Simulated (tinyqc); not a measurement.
Inside a calculation. Method: extended Hueckel theory, for H3+. The parameters take no account of the charge, which enters only through the electron count. One step of it, computed by the program tinyqc.

Task: Wolfsberg-Helmholz matrix. H_ij = K' S_ij (H_ii + H_jj)/2 for i != j (the diagonal keeps H_ii), with K' = 2.

overlap S:
```
,1H 1s,2H 1s,3H 1s
1H 1s,1.000000,0.506547,0.475274
2H 1s,0.506547,1.000000,0.156031
3H 1s,0.475274,0.156031,1.000000
```

diagonal H_ii (eV): 1H 1s -13.600000, 2H 1s -13.600000, 3H 1s -13.600000

K = 2.000000

Give: H.

Result:

H (eV):
```
,1H 1s,2H 1s,3H 1s
1H 1s,-13.6000,-13.7781,-12.9275
2H 1s,-13.7781,-13.6000,-4.2441
3H 1s,-12.9275,-4.2441,-13.6000
```
